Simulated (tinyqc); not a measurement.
Schottky emission and Poole-Frenkel conduction in an insulator, and how to tell them apart: two steps of the calculation.

Schottky emission (electrode-limited): J = As T^2 exp[-(pb - b sqrt(F))/Vt], b = sqrt(q/(4 pi eps0 ei)). Poole-Frenkel emission (bulk-limited): J = s0 F exp[-(pt - 2 b sqrt(F))/Vt]. F in V/cm.

Parameters, values chosen for the exercise; dielectric values close to those of zirconium oxide:
- T = 400 K (temperature)
- ei = 4.55 (high-frequency relative permittivity)
- es = 25 (static relative permittivity)
- pt = 0.94 eV (trap depth)
- s0 = 0.064 S/cm (Poole-Frenkel prefactor)
- pb = 1.33 eV (electrode barrier)
- As = 17 A/(cm^2 K^2) (Richardson constant)
- F = 1.2 MV/cm (field)

Constants: q = 1.602176634e-19 C, kB = 1.380649e-23 J/K, Vt = kB T/q, eps0 = 8.8541878128e-14 F/cm where lengths are in cm. Results are converted to the units shown.

Task 1. Both currents at one field. Lowerings b sqrt(F) and 2 b sqrt(F); the image-force maximum lies at sqrt(q/(16 pi eps0 ei F)) from the electrode.

Find: Schottky lowering; position of the barrier top; Poole-Frenkel lowering; J, Schottky; J, Poole-Frenkel.

Result 1.

Schottky lowering = 194.9 meV
position of the barrier top = 0.8120 nm
Poole-Frenkel lowering = 389.8 meV
J, Schottky = 1.357e-8 A/cm^2
J, Poole-Frenkel = 0.008965 A/cm^2

Injection and bulk transport act in series, so the smaller capacity limits the current: here the electrode, by a factor of 6.61e5.

Task 2. Which mechanism made these data. The data come from another sample of the same dielectric, in which one mechanism alone limits the current. Fit straight lines by least squares: ln J on sqrt(F) (Schottky plot, slope b/Vt) and ln(J/F) on sqrt(F) (Poole-Frenkel plot, slope 2 b/Vt), F in V/cm, and read a permittivity from each slope. The right mechanism gives a value near ei, and in any case between ei and es.

```
point	F (MV/cm)	J (A/cm^2)
0	0.98	1.496e-7
1	1.57	5.815e-7
2	2.16	1.779e-6
3	2.75	4.71e-6
4	3.34	1.128e-5
5	3.93	2.509e-5
```

Give: slope of the Schottky plot; permittivity read as Schottky; slope of the Poole-Frenkel plot; permittivity read as Poole-Frenkel.

Result 2.

slope of the Schottky plot = 0.005161 (cm/V)^0.5
permittivity read as Schottky = 4.550
slope of the Poole-Frenkel plot = 0.003772 (cm/V)^0.5
permittivity read as Poole-Frenkel = 34.06

Both plots are nearly straight, so straightness decides nothing. Read as Schottky the data give 4.55, which matches ei = 4.55; read as Poole-Frenkel they give 34.1, above even the static value 25. The data were made by Schottky emission.

Program tinyqc, `OMP_NUM_THREADS=1 python tinyqc.py 2370174 2370175 out.jsonl`; Intel Xeon 2.30GHz, shared host, one thread, about 0.01 s.
